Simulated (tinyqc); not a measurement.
Compensation sets the slope of the freeze-out: donors with valley-orbit split 1s states.

Each donor binds at most one electron, in any of its states. For a site s, W_s = sum over its states of g exp(E/kT), and the ionised share is 1/(1 + W_s exp(eta)), eta = (EF - Ec)/kT; n = Nc F_1/2(eta); neutrality n + NA = ND x (mean ionised share); holes are neglected. Nc from N = 2 (m kB T/(4 pi c))^(3/2) with c = hbar^2/2m0, in 1/angstrom^3; times 1e24 for 1/cm^3, m = md. F_j(eta) = (1/Gamma(j + 1)) integral_0^infinity x^j dx/(1 + exp(x - eta)), which tends to exp(eta) for eta << 0.

Constants: hbar^2/2m0 = 3.80998211 eV angstrom^2; kB = 8.617333262e-05 eV/K.

Inputs chosen for the exercise (near those of As in Si; shifted at random, so the results belong to these values and not to a real crystal):
- md = 1.052 m0 (density-of-states mass of the conduction band)
- E = (53.9, 33.7, 30.7) meV (binding energies of 1s(A1), 1s(T2), 1s(E))
- g = (2, 6, 4) (their degeneracies with spin)
- ND = 1.1e+17 1/cm^3 (donors)

NA = K ND. The slope energy is -d ln(n T^(-p))/d(1/kT) between 30 and 36 K, with p = 3/4 for K = 0 and p = 3/2 otherwise.

Results:

| K | n(30 K) (1/cm^3) | n(36 K) (1/cm^3) | slope energy (meV) |
|---|---|---|---|
| 0 | 6.44e+12 | 4.19e+13 | 26.92 |
| 0.0010 | 3.75e+11 | 1.41e+13 | 52.02 |
| 0.010 | 3.73e+10 | 1.57e+12 | 53.81 |
| 0.050 | 7.16e+09 | 3.03e+11 | 53.84 |
| 0.20 | 1.51e+09 | 6.37e+10 | 53.84 |
| 0.50 | 3.77e+08 | 1.59e+10 | 53.84 |

What can be read from this table?

Without acceptors the slope is 26.92 meV, against half the ground-state energy, 26.95; with K = 0.05 it is 53.84 meV, against the full 53.9. The full energy (less a few meV where excited levels lie within a few kT) shows where n is far below NA, since the acceptors then hold EF near the donor level: n(36 K)/NA is 0.13 for K = 0.001 and 5.5e-05 for K = 0.05; where it is not small, the slope falls short of the full energy.

Computed by tinyqc, a small Python program: `OMP_NUM_THREADS=1 python tinyqc.py 1682414 1682415 out.jsonl` (the numbers bound the seed that draws the inputs); one thread of a shared host (Intel(R) Xeon(R) Processor @ 2.30GHz), about 0.01 s for the whole set of steps.
